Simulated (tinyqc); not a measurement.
Inside a calculation. Method: Pariser-Parr-Pople SCF with singles CI, for the molecule Nc1nc2nccnc2[nH]1 (SMILES; centres numbered as the heavy atoms are written). Computed by tinyqc, a small Python program that keeps every step. Settings: charge = 0, gamma = Ohno, start = huckel, damping = 0.3, iteration cap = 61, excitations kept = 4. Command: `OMP_NUM_THREADS=1 python tinyqc.py 30713 30714 out.jsonl` (the two numbers bound the seeds that draw the settings). One thread of a shared host (Intel(R) Xeon(R) Processor @ 2.60GHz), about 0.01 s of CPU time with the checks. Later iterations appear only in the table of the cycle.

## PPP integrals

Centres (angstrom, eV; a flat drawing with bonds scaled to 1.40 angstrom):
```
centre          x          y  core charge z          W   gamma_rr
1N      -3.445000   0.000000              2  25.600000  16.800000
2C      -2.045000   0.000000              1  11.160000  11.130000
3N      -1.222000  -1.133000              1  14.100000  12.300000
4C       0.110000  -0.700000              1  11.160000  11.130000
5N       1.322000  -1.400000              1  14.100000  12.300000
6C       2.535000  -0.700000              1  11.160000  11.130000
7C       2.535000   0.700000              1  11.160000  11.130000
8N       1.322000   1.400000              1  14.100000  12.300000
9C       0.110000   0.700000              1  11.160000  11.130000
10N     -1.222000   1.133000              2  25.600000  16.800000
```

Resonance integrals (eV):
```
i    j       beta
1    2  -2.100000
2    3  -2.350000
3    4  -2.350000
4    5  -2.350000
5    6  -2.350000
6    7  -2.240000
7    8  -2.350000
8    9  -2.350000
9   10  -2.100000
10   2  -2.100000
9    4  -2.240000
```

Ohno: gamma = 14.399645/sqrt(R^2 + a^2), a = 2 x 14.399645/(gamma_rr + gamma_ss); H_rr = -W_r - sum_(s != r) z_s gamma_rs; H_rs = beta for bonds.

repulsion gamma_rs (eV), order 1N, 2C, 3N, 4C, 5N, 6C, 7C, 8N, 9C, 10N:
```
[[16.800000, 8.281656, 5.364622, 3.822448, 2.842444, 2.357318, 2.357318, 2.842444, 3.822448, 5.458142],
 [8.281656, 11.130000, 7.728064, 5.518822, 3.742058, 2.993422, 2.993422, 3.742058, 5.518822, 8.280262],
 [5.364622, 7.728064, 12.300000, 7.727290, 5.118705, 3.621091, 3.304742, 3.813413, 5.586062, 5.823474],
 [3.822448, 5.518822, 7.727290, 11.130000, 7.730373, 5.239019, 4.668310, 5.297072, 7.553862, 5.784282],
 [2.842444, 3.742058, 5.118705, 7.730373, 12.300000, 7.727673, 5.296203, 4.744704, 5.297072, 3.866814],
 [2.357318, 2.993422, 3.621091, 5.239019, 7.727673, 11.130000, 7.553862, 5.296203, 4.668310, 3.344402],
 [2.357318, 2.993422, 3.304742, 4.668310, 5.296203, 7.553862, 11.130000, 7.727673, 5.239019, 3.673456],
 [2.842444, 3.742058, 3.813413, 5.297072, 4.744704, 5.296203, 7.727673, 12.300000, 7.730373, 5.250080],
 [3.822448, 5.518822, 5.586062, 7.553862, 5.297072, 4.668310, 5.239019, 7.730373, 11.130000, 8.279310],
 [5.458142, 8.280262, 5.823474, 5.784282, 3.866814, 3.344402, 3.673456, 5.250080, 8.279310, 16.800000]]
```

core matrix H (eV), order 1N, 2C, 3N, 4C, 5N, 6C, 7C, 8N, 9C, 10N:
```
[[-68.206980, -2.100000, 0.000000, 0.000000, 0.000000, 0.000000, 0.000000, 0.000000, 0.000000, 0.000000],
 [-2.100000, -76.520501, -2.350000, 0.000000, 0.000000, 0.000000, 0.000000, 0.000000, 0.000000, -2.100000],
 [0.000000, -2.350000, -73.375557, -2.350000, 0.000000, 0.000000, 0.000000, 0.000000, 0.000000, 0.000000],
 [0.000000, 0.000000, -2.350000, -74.108210, -2.350000, 0.000000, 0.000000, 0.000000, -2.240000, 0.000000],
 [0.000000, 0.000000, 0.000000, -2.350000, -67.175302, -2.350000, 0.000000, 0.000000, 0.000000, 0.000000],
 [0.000000, 0.000000, 0.000000, 0.000000, -2.350000, -59.663020, -2.240000, 0.000000, 0.000000, 0.000000],
 [0.000000, 0.000000, 0.000000, 0.000000, 0.000000, -2.240000, -60.004778, -2.350000, 0.000000, 0.000000],
 [0.000000, 0.000000, 0.000000, 0.000000, 0.000000, 0.000000, -2.350000, -68.636543, -2.350000, 0.000000],
 [0.000000, 0.000000, 0.000000, -2.240000, 0.000000, 0.000000, 0.000000, -2.350000, -76.957037, -2.100000],
 [0.000000, -2.100000, 0.000000, 0.000000, 0.000000, 0.000000, 0.000000, 0.000000, -2.100000, -80.818364]]
```

## Starting guess

pi electrons, sum of z_r less the charge = 12

Orbitals of the Hueckel matrix of the beta values.

P at the start, order 1N, 2C, 3N, 4C, 5N, 6C, 7C, 8N, 9C, 10N:
```
[[1.670346, 0.538587, -0.288330, -0.022709, 0.190926, -0.098714, -0.118238, 0.180747, 0.010005, -0.289764],
 [0.538587, 1.057927, 0.577292, -0.098327, -0.135878, 0.087535, 0.096970, -0.121118, -0.111723, 0.548593],
 [-0.288330, 0.577292, 1.357813, 0.556074, -0.165386, -0.122067, 0.180480, -0.024374, -0.214921, -0.157290],
 [-0.022709, -0.098327, 0.556074, 1.085893, 0.569884, -0.080889, -0.237697, 0.086677, 0.476838, -0.224772],
 [0.190926, -0.135878, -0.165386, 0.569884, 1.081490, 0.695943, -0.086979, -0.292234, 0.093266, -0.017928],
 [-0.098714, 0.087535, -0.122067, -0.080889, 0.695943, 1.079471, 0.608829, -0.080390, -0.241884, 0.186693],
 [-0.118238, 0.096970, 0.180480, -0.237697, -0.086979, 0.608829, 1.086383, 0.691550, -0.088048, -0.125894],
 [0.180747, -0.121118, -0.024374, 0.086677, -0.292234, -0.080390, 0.691550, 1.074963, 0.583040, -0.169982],
 [0.010005, -0.111723, -0.214921, 0.476838, 0.093266, -0.241884, -0.088048, 0.583040, 1.093732, 0.538676],
 [-0.289764, 0.548593, -0.157290, -0.224772, -0.017928, 0.186693, -0.125894, -0.169982, 0.538676, 1.411983]]
```

## Iteration 1: Fock matrix

F_rr = H_rr + P_rr gamma_rr / 2 + sum_(s != r) P_ss gamma_rs; F_rs = H_rs - P_rs gamma_rs / 2; E = tr P (H + F) / 2 + core repulsion sum_(r<s) z_r z_s gamma_rs.

F (eV), order 1N, 2C, 3N, 4C, 5N, 6C, 7C, 8N, 9C, 10N:
```
[[-10.857028, -4.330197, 0.773390, 0.043402, -0.271348, 0.116350, 0.139362, -0.256881, -0.019123, 0.790787],
 [-4.330197, -8.033210, -4.580675, 0.271324, 0.254232, -0.131014, -0.145135, 0.226614, 0.308290, -4.371246],
 [0.773390, -4.580675, -8.031016, -4.498472, 0.423282, 0.221008, -0.298221, 0.046473, 0.600282, 0.457986],
 [0.043402, 0.271324, -4.498472, -4.139055, -4.552710, 0.211888, 0.554821, -0.229567, -4.040984, 0.650072],
 [-0.271348, 0.254232, 0.423282, -4.552710, -6.023518, -5.039010, 0.230330, 0.693283, -0.247018, 0.034662],
 [0.116350, -0.131014, 0.221008, 0.211888, -5.039010, -3.860501, -4.539506, 0.212881, 0.564594, -0.312188],
 [0.139362, -0.145135, -0.298221, 0.554821, 0.230330, -4.539506, -4.192330, -5.022037, 0.230642, 0.231233],
 [-0.256881, 0.226614, 0.046473, -0.229567, 0.693283, 0.212881, -5.022037, -7.277243, -4.603560, 0.446209],
 [-0.019123, 0.308290, 0.600282, -4.040984, -0.247018, 0.564594, 0.230642, -4.603560, -6.399863, -4.329933],
 [0.790787, -4.371246, 0.457986, 0.650072, 0.034662, -0.312188, 0.231233, 0.446209, -4.329933, -10.410641]]
```

pi energy = -186.663886 eV

## Iteration 1: orbitals and new P

Diagonalise F (the basis is taken as orthonormal) and form P = 2 sum c c over the lowest orbitals; 0.3 of the old P is kept.

orbital energies (eV): [-16.754455, -14.264551, -12.731315, -11.883451, -10.316063, -9.075267, -0.939441, 0.649966, 1.787085, 4.303086]

P after iteration 1, order 1N, 2C, 3N, 4C, 5N, 6C, 7C, 8N, 9C, 10N:
```
[[1.726897, 0.497060, -0.296599, 0.000914, 0.144114, -0.079307, -0.113337, 0.118472, 0.053721, -0.271368],
 [0.497060, 1.059305, 0.605932, -0.098903, -0.141404, 0.091269, 0.131260, -0.097409, -0.163509, 0.536313],
 [-0.296599, 0.605932, 1.380537, 0.532259, -0.120002, -0.118433, 0.106513, 0.021329, -0.164827, -0.205713],
 [0.000914, -0.098903, 0.532259, 0.974878, 0.566217, -0.063236, -0.263006, 0.053595, 0.511470, -0.201617],
 [0.144114, -0.141404, -0.120002, 0.566217, 1.131151, 0.706064, -0.014982, -0.304987, 0.097721, 0.010893],
 [-0.079307, 0.091269, -0.118433, -0.063236, 0.706064, 0.975796, 0.605447, -0.020419, -0.272094, 0.139148],
 [-0.113337, 0.131260, 0.106513, -0.263006, -0.014982, 0.605447, 0.986928, 0.697962, -0.127473, -0.090743],
 [0.118472, -0.097409, 0.021329, 0.053595, -0.304987, -0.020419, 0.697962, 1.164482, 0.575450, -0.161178],
 [0.053721, -0.163509, -0.164827, 0.511470, 0.097721, -0.272094, -0.127473, 0.575450, 1.092646, 0.486017],
 [-0.271368, 0.536313, -0.205713, -0.201617, 0.010893, 0.139148, -0.090743, -0.161178, 0.486017, 1.507379]]
```

## Iteration 2: Fock matrix

As before.

F (eV), order 1N, 2C, 3N, 4C, 5N, 6C, 7C, 8N, 9C, 10N:
```
[[-10.239721, -4.158238, 0.795570, -0.001747, -0.204818, 0.093476, 0.133586, -0.168375, -0.102672, 0.740584],
 [-4.158238, -7.297578, -4.691342, 0.272914, 0.264570, -0.136603, -0.196459, 0.182254, 0.451189, -4.320405],
 [0.795570, -4.691342, -7.994122, -4.406460, 0.307129, 0.214428, -0.175999, -0.040668, 0.460366, 0.598983],
 [-0.001747, 0.272914, -4.406460, -3.963239, -4.538534, 0.165648, 0.613897, -0.141948, -4.171786, 0.583105],
 [-0.204818, 0.264570, 0.307129, -4.538534, -6.834094, -5.078116, 0.039673, 0.723537, -0.258818, -0.021061],
 [0.093476, -0.136603, 0.214428, 0.165648, -5.078116, -4.378755, -4.526730, 0.054072, 0.635109, -0.232684],
 [0.133586, -0.196459, -0.175999, 0.613897, 0.039673, -4.526730, -4.535123, -5.046811, 0.333918, 0.166669],
 [-0.168375, 0.182254, -0.040668, -0.141948, 0.723537, 0.054072, -5.046811, -7.651758, -4.574222, 0.423099],
 [-0.102672, 0.451189, 0.460366, -4.171786, -0.258818, 0.635109, 0.333918, -4.574222, -6.153926, -4.111943],
 [0.740584, -4.320405, 0.598983, 0.583105, -0.021061, -0.232684, 0.166669, 0.423099, -4.111943, -9.858091]]
```

pi energy = -187.443048 eV

## Iteration 2: orbitals and new P

As before.

orbital energies (eV): [-16.210636, -14.198773, -12.788326, -11.653581, -10.505067, -9.110131, -0.874379, 0.834213, 1.642353, 3.957919]

P after iteration 2, order 1N, 2C, 3N, 4C, 5N, 6C, 7C, 8N, 9C, 10N:
```
[[1.752129, 0.480931, -0.294660, 0.007828, 0.122537, -0.071255, -0.106881, 0.094349, 0.066473, -0.261606],
 [0.480931, 1.044557, 0.617133, -0.095728, -0.141902, 0.093957, 0.141024, -0.091038, -0.178418, 0.535153],
 [-0.294660, 0.617133, 1.401155, 0.515950, -0.099912, -0.111858, 0.076652, 0.037494, -0.145765, -0.225161],
 [0.007828, -0.095728, 0.515950, 0.914569, 0.562981, -0.064535, -0.275359, 0.048559, 0.526915, -0.190225],
 [0.122537, -0.141902, -0.099912, 0.562981, 1.171036, 0.707319, 0.008013, -0.306386, 0.105309, 0.018041],
 [-0.071255, 0.093957, -0.111858, -0.064535, 0.707319, 0.931729, 0.603512, 0.005111, -0.286916, 0.118687],
 [-0.106881, 0.141024, 0.076652, -0.275359, 0.008013, 0.603512, 0.946684, 0.698349, -0.148197, -0.072101],
 [0.094349, -0.091038, 0.037494, 0.048559, -0.306386, 0.005111, 0.698349, 1.206398, 0.571861, -0.154490],
 [0.066473, -0.178418, -0.145765, 0.526915, 0.105309, -0.286916, -0.148197, 0.571861, 1.085515, 0.460841],
 [-0.261606, 0.535153, -0.225161, -0.190225, 0.018041, 0.118687, -0.072101, -0.154490, 0.460841, 1.546228]]
```

## Convergence

Stop when output and input P, before any damping, agree to 1e-7.

Course of the cycle:
```
iteration         E (eV)  largest |P(out) - P(in)|
1          -186.66388619                  1.59e-01
2          -187.44304820                  8.62e-02
3          -187.75527926                  4.87e-02
4          -187.87519751                  2.86e-02
5          -187.92063693                  1.73e-02
6          -187.93793293                  1.08e-02
7          -187.94464042                  6.96e-03
8          -187.94732268                  4.59e-03
9          -187.94843948                  3.09e-03
10         -187.94892665                  2.12e-03
11         -187.94914970                  1.48e-03
...                  ...                       ...
34         -187.94936949                  1.62e-06
35         -187.94936949                  1.22e-06
36         -187.94936949                  9.20e-07
37         -187.94936949                  6.93e-07
38         -187.94936949                  5.22e-07
39         -187.94936949                  3.93e-07
40         -187.94936949                  2.96e-07
41         -187.94936949                  2.23e-07
42         -187.94936949                  1.68e-07
43         -187.94936949                  1.26e-07
44         -187.94936949                  9.50e-08
```

Converged in 44 iterations.

## Converged orbitals

Charges are z - P_rr.

orbital energies (eV): [-16.037536, -14.241851, -12.859200, -11.543650, -10.624644, -9.179317, -0.914254, 0.852803, 1.577003, 3.780296]

coefficients, order 1N, 2C, 3N, 4C, 5N, 6C, 7C, 8N, 9C, 10N:
```
[[0.233125, -0.338546, 0.060018, 0.640098, -0.094350, 0.544046, -0.209110, -0.176380, -0.193663, -0.021960],
 [0.466344, -0.430200, 0.045684, 0.176477, 0.002873, -0.243247, 0.386136, 0.385070, 0.451399, 0.062469],
 [0.360704, -0.195369, 0.350658, -0.161012, 0.572619, -0.285257, -0.176552, -0.096105, -0.423674, -0.231663],
 [0.297110, 0.153854, 0.301088, -0.288359, 0.175091, 0.310218, -0.194783, -0.259670, 0.397350, 0.569299],
 [0.205938, 0.318735, 0.553154, -0.071388, -0.376393, 0.158340, 0.462614, -0.160355, -0.057402, -0.367638],
 [0.125370, 0.314487, 0.301038, 0.238988, -0.312484, -0.283217, -0.326533, 0.482343, -0.287822, 0.371030],
 [0.144370, 0.365332, -0.062522, 0.401121, 0.043379, -0.377814, -0.333388, -0.329750, 0.456601, -0.328467],
 [0.272959, 0.460650, -0.377640, 0.269303, 0.342562, 0.023629, 0.475829, -0.081184, -0.274396, 0.268244],
 [0.386125, 0.252675, -0.302698, -0.263696, 0.042722, 0.403582, -0.266343, 0.480593, 0.065189, -0.393752],
 [0.455220, -0.168730, -0.382029, -0.291351, -0.521696, -0.236167, -0.094482, -0.373206, -0.217219, 0.100694]]
```

pi charges: [0.225649, 0.010085, -0.452852, 0.174715, -0.243643, 0.119566, 0.072515, -0.239497, -0.077604, 0.411066]

## Singles CI, singlets

Over the 4 single excitations with the smallest orbital gaps: A = (e_a - e_i) delta + 2 (ia|jb) - (ij|ab), with (pq|rs) = sum c_mp c_mq gamma_mn c_nr c_ns. f = 2/3 w |mu|^2 in atomic units, mu = sqrt2 sum c_ia sum_m c_mi c_ma R_m.

singlet CI matrix (eV), order 6>7, 5>7, 6>8, 4>7:
```
[[4.386339, -0.103720, -0.092932, 0.340678],
 [-0.103720, 5.137579, 0.650152, -0.083232],
 [-0.092932, 0.650152, 5.703287, 0.035484],
 [0.340678, -0.083232, 0.035484, 6.519096]]
```

singlet excitation energies (eV): [4.322580, 4.707955, 6.135876, 6.579890]

oscillator strengths: [1.046107, 0.050844, 0.675668, 0.012087]

## Singles CI, triplets

Over the 4 single excitations with the smallest orbital gaps: A = (e_a - e_i) delta - (ij|ab), with (pq|rs) = sum c_mp c_mq gamma_mn c_nr c_ns.

triplet CI matrix (eV), order 6>7, 5>7, 6>8, 4>7:
```
[[2.780766, -0.123822, -0.301110, 0.691744],
 [-0.123822, 3.938204, 0.164707, -0.154506],
 [-0.301110, 0.164707, 4.259839, -0.743991],
 [0.691744, -0.154506, -0.743991, 5.265963]]
```

triplet excitation energies (eV): [2.589668, 3.815702, 3.964743, 5.874659]
